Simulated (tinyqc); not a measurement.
Inside a calculation. Model: out-diffusion of a doped substrate or buried layer into a growing epitaxial film. Computed by tinyqc, a small Python program that keeps every step. Command: `OMP_NUM_THREADS=1 python tinyqc.py 3028996 3028997 out.jsonl buried walk`. One thread of a shared host (Intel(R) Xeon(R) Processor @ 2.30GHz), about 0.01 s of CPU time with the checks. Intermediate numbers are printed to about 7 digits and carried at full precision; extremes and crossings named in words are read from the listed rows.

x is counted from the original substrate surface into the film, whose surface moves as x = v t. Substrate dopant has one diffusivity; the dopant of the film is taken as uniform.

Inputs (values chosen for the exercise, modelled on antimony in silicon):

| quantity | value | unit |
|---|---|---|
| prefactor D0 | 4.08 | cm^2/s |
| activation energy E | 3.86 | eV |
| substrate concentration C_s | 3e+19 | 1/cm^3 |
| film doping C_e | 1e+15 | 1/cm^3 |
| growth rate v | 1.3 | um/min |
| film thickness d | 5.8 | um |
| growth temperature T | 1125 | C |
| autodoping level at the start, as a share of C_s | 0.0002 | - |
| decay length of autodoping | 0.55 | um |
| later thermal budget (Dt)2 | 1.8e-11 | cm^2 |

Film doping: same type as the substrate.

Constants: k_B = 8.617333262e-05 eV/K.

## Scales

D = D0 exp(-E/(k_B T)); growth time t = d/v; l = 2 sqrt(D t); growth number G = v t/l = d/l; 1 um = 1e-4 cm. Temperatures in kelvin are T(C) + 273.15.

diffusivity D = 4.976061e-14 cm^2/s

growth time t = 4.461538 min

length l = 0.07299461 um

growth number G = 79.45792

The surface outruns diffusion, so the film acts as an infinite medium.

## Moving boundary against the simple erfc

For a surface that grows from dopant-free material and loses none by evaporation, with u = x/l and s = G - u: C/C_s = (1/2) [erfc(u) + (1 + 4 G (G + s)) exp(4 G s) erfc(G + s) - (4G/sqrt(pi)) exp(-u^2)]; for large G it tends to (1/2) erfc(u). Early in the growth G = sqrt(v x_s/(4 D)) for the thickness x_s reached so far; rows give C at the interface (u = 0) and at the surface (u = G).

The first stage of growth:

| G | C/C_s at the interface | C at the surface (1/cm^3) | simple erfc there (1/cm^3) | ratio | thickness x_s (nm) |
|---|---|---|---|---|---|
| 0.10 | 0.8240326 | 2.380718e+19 | 1.331306e+19 | 1.788258 | 9.186574e-03 |
| 0.25 | 0.6796730 | 1.647388e+19 | 1.085510e+19 | 1.517616 | 5.741609e-02 |
| 0.50 | 0.5771858 | 8.395767e+18 | 7.192502e+18 | 1.167294 | 2.296643e-01 |
| 0.75 | 0.5380755 | 3.947879e+18 | 4.332665e+18 | 0.911189 | 5.167448e-01 |
| 1.00 | 0.5209014 | 1.703704e+18 | 2.359488e+18 | 0.722065 | 9.186574e-01 |
| 1.50 | 0.5079422 | 2.407878e+17 | 5.084228e+17 | 0.473598 | 2.066979e+00 |
| 2.00 | 0.5037327 | 2.296932e+16 | 7.016602e+16 | 0.327357 | 3.674630e+00 |
| 2.50 | 0.5020203 | 1.444250e+15 | 6.104280e+15 | 0.236596 | 5.741609e+00 |
| 3.00 | 0.5012072 | 5.880861e+13 | 3.313575e+14 | 0.177478 | 8.267916e+00 |

At the interface the value falls from 0.824 towards 1/2 as G grows; among these rows it is within 1 % of 1/2 from G = 2 on. At the surface the ratio to the simple erfc goes from 1.788 to 0.177: a fixed wall would double the value, while fresh undoped material dilutes a fast-moving surface. The surface value drops below C_e = 1.0e15 by the row at 8.27 nm; the finished film has G = 79.5. Caution: rows with a thickness or a length l = x_s/G below about 1 nm are formal for a continuum model.

## Transition width

After growth and the later budget: l2 = 2 sqrt(D t + (Dt)2); C(x) = (C_s/2) erfc(x/l2) + share x C_s exp(-x/decay length) for x > 0 (autodoping taken as unchanged by the later budget). The transition x_t solves C(x) = C_e, where the total doping is twice the intended value. Usable film = d - x_t. Also give x_t for the erfc term alone, after growth and after the later budget.

length l2 = 0.1119295 um

x_t after growth, erfc alone = 0.2058343 um

x_t after the later budget, erfc alone = 0.3156251 um

x_t with autodoping = 0.9854677 um

usable film = 4.814532 um

Autodoping sets the transition. The later budget is 1.4 times that of the growth. Caution: the substrate doping is comparable to or above the intrinsic density at growth temperature, so the diffusivity may be higher on that side.

## Profile in the film

Positions are 0.05, 0.2, 0.4, 0.6, 0.8, 1, 1.25 and 1.5 of x_t with autodoping (any beyond the film thickness are formal); net doping = C + C_e.

Concentrations (1/cm^3):

| x/x_t | x (um) | diffusion | autodoping | net doping |
|---|---|---|---|---|
| 0.05 | 0.049273 | 8.003583e+18 | 5.485847e+15 | 8.010068e+18 |
| 0.20 | 0.197094 | 1.914803e+17 | 4.192963e+15 | 1.966732e+17 |
| 0.40 | 0.394187 | 9.513097e+12 | 2.930156e+15 | 3.939669e+15 |
| 0.60 | 0.591281 | < 1e8 | 2.047673e+15 | 3.047673e+15 |
| 0.80 | 0.788374 | < 1e8 | 1.430969e+15 | 2.430969e+15 |
| 1.00 | 0.985468 | < 1e8 | 1.000000e+15 | 2.000000e+15 |
| 1.25 | 1.231835 | < 1e8 | 6.389431e+14 | 1.638943e+15 |
| 1.50 | 1.478202 | < 1e8 | 4.082483e+14 | 1.408248e+15 |

Checks made by the program: conservation of dopant by the moving-boundary solution (relative difference below 1e-10).
